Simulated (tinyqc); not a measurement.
From lone donors to an impurity band: impurity band of shallow donors (Hubbard estimate).

Constants: e^2/(4 pi eps0) = 14.39964547 eV angstrom.

Inputs chosen for the exercise (out of a larger set: near those of two donors in Si; not measured data):
```
symbol  value                                      unit         meaning
a       19                                         angstrom     orbital radius
eps     11.6                                                    dielectric constant
Ns      (0.031, 0.078, 0.19, 0.47, 1.1, 2.3, 4.7)  x 1e18/cm^3  donor densities
```

Donors on a simple cubic lattice of spacing R = N^(-1/3) (1/angstrom^3 = 1e24/cm^3), Ha* = q/(eps a), q = e^2/(4 pi eps0), x = R/a. Hopping t = Ha* (1 + x) exp(-x), band width B = 12 t, on-site repulsion U = (5/8) Ha*; the gap closes near B/U = 1.15. Valley factors and disorder are left out.

Results:
```
N (1e18/cm^3)  R (angstrom)  N^(1/3) a   t (meV)   B (meV)       B/U
0.031                 318.3      0.060  6.14e-05  0.000737  1.80e-05
0.078                 234.0      0.081   0.00389    0.0467   0.00114
0.19                  173.9      0.109    0.0701     0.841    0.0206
0.47                  128.6      0.148     0.583      7.00     0.171
1.1                    96.9      0.196      2.43      29.2     0.715
2.3                    75.8      0.251      6.04      72.5      1.78
4.7                    59.7      0.318      11.7       140      3.44
```

How do the results move, and what explains it?

B/U passes 1.15 between 1.1 and 2.3 x 1e18/cm^3; the root is x = 4.52, N^(1/3) a = 0.221, N = 1.6 x 1e18/cm^3, below the 2.6 that the empirical rule N^(1/3) a = 0.26 gives; the estimate is rough, since random positions, the overlap of the orbitals and screening are left out. While N grows by 152 times, t grows by 1.9e+05 times.

Program tinyqc; command `OMP_NUM_THREADS=1 python tinyqc.py 1281502 1281503 out.jsonl`; about 0.01 s on one thread of a shared Intel(R) Xeon(R) Processor @ 2.30GHz.
